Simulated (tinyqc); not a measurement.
# Minority carriers and saturation current of a heavily doped emitter: two studies

n-type, parabolic bands, full ionisation. eta = (EF - Ec)/kB T solves N = Nc F12(eta), F12(x) = (2/sqrt(pi)) int_0^infinity sqrt(u)/(1 + exp(u - x)) du. The gap shrinks rigidly by dEg = E1 [ln(N/N0) + sqrt(ln^2(N/N0) + 0.5)], an empirical law that is here taken as the true narrowing.

Inputs (values chosen for the exercise); band and dielectric values close to those of silicon:
- T = 300 K (temperature)
- Eg = 1.13 eV (band gap)
- Nc = 2.77e19 cm^-3 (conduction-band density of states at 300 K)
- Nv = 2.67e19 cm^-3 (valence-band density of states at 300 K)
- E1 = 6.9 meV (energy of the narrowing law)
- N0 = 9.1e16 cm^-3 (density of the narrowing law)
- mup = 250 cm^2/(V s) (minority-hole mobility)
- Cn = 3.1e-31 cm^6/s (Auger coefficient)
- ts = 1.7 us (defect lifetime)
- W = 210 nm (emitter width)
- S = 1200 cm/s (recombination velocity at the contact)

Constants: q = 1.602176634e-19 C, kB = 1.380649e-23 J/K, Vt = kB T/q. Results are converted to the units shown.

Each table varies one quantity; the others keep the values above.

## Approximations to the Fermi level

With u = N/Nc: Boltzmann ln u; Joyce-Dixon ln u + 0.353553 u - 4.95009e-3 u^2 + 1.48386e-4 u^3 - 4.42563e-6 u^4; degenerate limit (3 sqrt(pi) u/4)^(2/3). The Einstein ratio is D/(mu Vt) = F12/Fm, Fm(x) = dF12/dx = (1/sqrt(pi)) int_0^infinity u^(-1/2)/(1 + exp(u - x)) du.

Approximations to the Fermi level:

| N (cm^-3) | N/Nc | eta | Boltzmann | Joyce-Dixon | degenerate | D/(mu Vt) |
|---|---|---|---|---|---|---|
| 1.2e18 | 0.04332 | -3.124 | -3.139 | -3.124 | 0.1491 | 1.015 |
| 2.7e18 | 0.09747 | -2.294 | -2.328 | -2.294 | 0.2561 | 1.034 |
| 6.4e18 | 0.2310 | -1.384 | -1.465 | -1.384 | 0.4552 | 1.081 |
| 1.5e19 | 0.5415 | -0.4234 | -0.6134 | -0.4234 | 0.8032 | 1.189 |
| 3.5e19 | 1.264 | 0.6730 | 0.2339 | 0.6730 | 1.413 | 1.432 |
| 8.3e19 | 2.996 | 2.116 | 1.097 | 2.116 | 2.513 | 1.981 |
| 2e20 | 7.220 | 4.317 | 1.977 | 4.315 | 4.516 | 3.165 |
| 4.6e20 | 16.61 | 7.762 | 2.810 | 7.659 | 7.869 | 5.322 |
| 1.1e21 | 39.71 | 14.01 | 3.682 | 8.202 | 14.07 | 9.421 |

Boltzmann is within 0.1 of eta up to N/Nc = 0.23, Joyce-Dixon within 0.01 up to 7.2, and the degenerate limit is off by 0.059 in the last row. The Einstein ratio rises from 1.02 to 9.42: degenerate carriers diffuse faster for the same mobility.

## Effect of the doping

ni = sqrt(Nc Nv) exp(-Eg/(2 Vt)), Eg in volts; degeneracy factor g = F12(eta) exp(-eta); nie^2 = ni^2 exp(dEg/kB T) g, p0 = nie^2/N; apparent narrowing dEg + kB T ln g. 1/tau = Cn N^2 + 1/ts, D = mup Vt, L = sqrt(D tau); J0 = (q p0 D/L)(s + tanh(W/L))/(1 + s tanh(W/L)), s = S L/D; the share recombining inside is 1 - 1/[cosh(W/L)(1 + tanh(W/L)/s)]. The mobility is held fixed.

Result of one run:

| N (cm^-3) | apparent narrowing (meV) | p0 (cm^-3) | L (nm) | J0 (fA/cm^2) | share inside (%) |
|---|---|---|---|---|---|
| 6.6e18 | 57.35 | 107.1 | 6772 | 25.56 | 19.82 |

What becomes of these results when the ionised donor density N is changed from 6.6e18 to 1e20 cm^-3, all else the same?

Result of the changed run:

| N (cm^-3) | apparent narrowing (meV) | p0 (cm^-3) | L (nm) | J0 (fA/cm^2) | share inside (%) |
|---|---|---|---|---|---|
| 1e20 | 65.38 | 9.643 | 456.6 | 95.56 | 98.25 |

The whole series:

| N (cm^-3) | apparent narrowing (meV) | p0 (cm^-3) | L (nm) | J0 (fA/cm^2) | share inside (%) |
|---|---|---|---|---|---|
| 4.4e17 | 22.65 | 419.6 | 3.158e4 | 81.27 | 1.124 |
| 1.1e18 | 34.71 | 267.6 | 2.590e4 | 52.12 | 1.661 |
| 2.7e18 | 46.40 | 171.4 | 1.506e4 | 34.45 | 4.757 |
| 6.6e18 | 57.35 | 107.1 | 6772 | 25.56 | 19.82 |
| 1.6e19 | 66.43 | 62.77 | 2843 | 28.81 | 58.39 |
| 4.1e19 | 71.35 | 29.62 | 1113 | 56.86 | 90.20 |
| 1e20 | 65.38 | 9.643 | 456.6 | 95.56 | 98.25 |
| 2.5e20 | 35.22 | 1.201 | 182.6 | 55.76 | 99.76 |

The apparent narrowing goes from 22.6 through a maximum of 71.3 (at N = 4.1e19 cm^-3 among the rows listed) to 35.2 meV. p0 goes as N^(-0.49) between the first two rows and N^(-2.27) between the last two (-1 without narrowing or degeneracy), and J0 moves up and down between 25.6 and 95.6 fA/cm^2.

Range of the model: Band tails, non-parabolic bands and incomplete ionisation are left out.

Computed by the program tinyqc: `OMP_NUM_THREADS=1 python tinyqc.py 2330083 2330084 out.jsonl`, one thread of a shared Intel Xeon 2.30GHz, about 0.01 s for the whole run.
